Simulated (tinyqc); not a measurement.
Holstein polaron on two sites: one step, computed by the program tinyqc.

One electron on sites 1 and 2: H = -t (c1+ c2 + c2+ c1) + hbar omega sum_i b_i+ b_i - g hbar omega sum_i n_i (b_i + b_i+). The symmetric phonon shifts the energy by -g^2 hbar omega/2 and drops out; with b = (b_1 - b_2)/sqrt(2) there remains H = -t sigma_x + hbar omega b+ b - (g hbar omega/sqrt(2)) sigma_z (b + b+). Parity splits it into blocks p = +1 and -1 over phonon numbers n. Zero-point energies are left out. Weights Z refer to mode b alone; the displaced symmetric mode multiplies the full zero-phonon weight by exp(-g^2/2).

Problem. Levels in the small basis. Diagonalise H; the eigenvector has its largest component positive; Z is the weight of n = 0.

H, even block (meV):
```
[[-3.7933, -6.6561, 0.0000, 0.0000, 0.0000, 0.0000],
 [-6.6561, 19.6067, -9.4132, 0.0000, 0.0000, 0.0000],
 [0.0000, -9.4132, 36.6067, -11.5288, 0.0000, 0.0000],
 [0.0000, 0.0000, -11.5288, 60.0067, -13.3123, 0.0000],
 [0.0000, 0.0000, 0.0000, -13.3123, 77.0067, -14.8836],
 [0.0000, 0.0000, 0.0000, 0.0000, -14.8836, 100.4067]]
```

Give: levels; lowest eigenvector; Z in the small basis.

Solution.

levels (meV): [-5.7, 16.5, 35.7, 56.4, 78.5, 108.4]

lowest eigenvector: [0.9589, 0.2761, 0.0646, 0.0117, 0.0019, 0.0003]

Z in the small basis = 0.9194
